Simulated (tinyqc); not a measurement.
Changing the electron density n: decay of LO phonons and the hot-phonon bottleneck in the cooling of electrons. Computed by tinyqc, a small Python program. Command: `OMP_NUM_THREADS=1 python tinyqc.py 3002770 3002771 out.jsonl hotphonon sweep`. One thread of a shared host (Intel(R) Xeon(R) Processor @ 2.30GHz), about 0.01 s of CPU time with the checks.

n(E, T) = 1/(exp(E/(k_B T)) - 1) is the Bose occupation. Electrons have a temperature T_e; the LO modes within their reach share one occupation N; the decay products stay at the lattice temperature.

Inputs (values chosen for the exercise, modelled on aluminium nitride):

| quantity | value | unit |
|---|---|---|
| LO energy hbar omega | 112 | meV |
| lifetime at T = 0, tau_0 | 2 | ps |
| lattice temperature T | 300 | K |
| electron mass m* | 0.333 | m_0 |
| eps_inf | 4.79 | - |
| static dielectric constant eps_s | 8.46 | - |
| density of LO modes that the electrons reach, N_m | 1.3e+19 | 1/cm^3 |
| power supplied per electron P | 20 | nW |

Decay channel: two equal phonons (Klemens).

Constants: k_B = 8.617333262e-05 eV/K; c = 299792458 m/s; e^2/(4 pi eps_0) = 14.39964548 eV angstrom; hbar^2/(2 m_0) = 3.80998212 eV angstrom^2; hbar = 6.582119569e-16 eV s; e = 1.602176634e-19 C.

Method:
- Decay rate 1/tau = (1/tau_0) [1 + 2 n(hbar omega/2)].
- Full width Gamma = 1/(2 pi c tau) in 1/cm, c in cm/s.
- Froehlich coupling alpha = (e^2/(4 pi eps_0)) (1/eps_inf - 1/eps_s) k_0/(2 hbar omega), k_0 = sqrt(m* hbar omega/(hbar^2/(2 m_0))); emission time tau_sp = hbar/(2 alpha hbar omega); bottleneck ratio r = (n/N_m) tau/tau_sp.
- Net emission per electron: [(N + 1) x - N]/tau_sp with x = exp(-hbar omega/(k_B T_e)), a simple two-level balance; steady state of the modes: n [(N + 1) x - N]/tau_sp = N_m (N - N_0)/tau; power per electron P = hbar omega [(N + 1) x - N]/tau_sp.
- With p = P tau_sp/(hbar omega): N = N_0 + r p and x = (p + N)/(N + 1); without hot phonons N = N_0. The mode temperature T_LO solves n(hbar omega, T_LO) = N.

One run for each value:

| electron density n (1/cm^3) | electron temperature T_e (K) | mode temperature T_LO (K) | T_e without hot phonons (K) | bottleneck ratio r |
|---|---|---|---|---|
| 1.00e+16 | 333 | 307 | 326.8 | 2.396e-01 |
| 3.00e+16 | 343 | 319 | 326.8 | 7.187e-01 |
| 1.00e+17 | 377 | 357 | 326.8 | 2.396e+00 |
| 3.00e+17 | 453 | 438 | 326.8 | 7.187e+00 |
| 1.00e+18 | 649 | 637 | 326.8 | 2.396e+01 |
| 3.00e+18 | 1082 | 1070 | 326.8 | 7.187e+01 |
| 1.00e+19 | 2397 | 2379 | 326.8 | 2.396e+02 |
| 3.00e+19 | 5992 | 5954 | 326.8 | 7.187e+02 |
| 1.00e+20 | 18471 | 18362 | 326.8 | 2.396e+03 |

Over the rows, electron temperature T_e (K) rises from 333 to 18500 (exponent d ln y / d ln x 0.029 between the first rows and 0.93 between the last); mode temperature T_LO (K) rises from 307 to 18400 (exponent d ln y / d ln x 0.037 between the first rows and 0.94 between the last); T_e without hot phonons (K) does not change. The exponent of T_e without hot phonons stays at 0: without hot phonons each electron cools on its own. The exponent of bottleneck ratio r stays at 1: r is proportional to n. Hot phonons add under 5 % to T_e up to n = 1e16 per cm^3 among these rows (r = 0.24); at high n T_LO closes in on T_e.

Caution (all rows): alpha is above 1/2, so hbar/tau_sp exceeds hbar omega and the emission time, a weak-coupling result, is only rough. Caution (rows 3.00e18, 1.00e19, 3.00e19, 1.00e20): at such T_e upper valleys, non-parabolic bands or other phonons can take part.
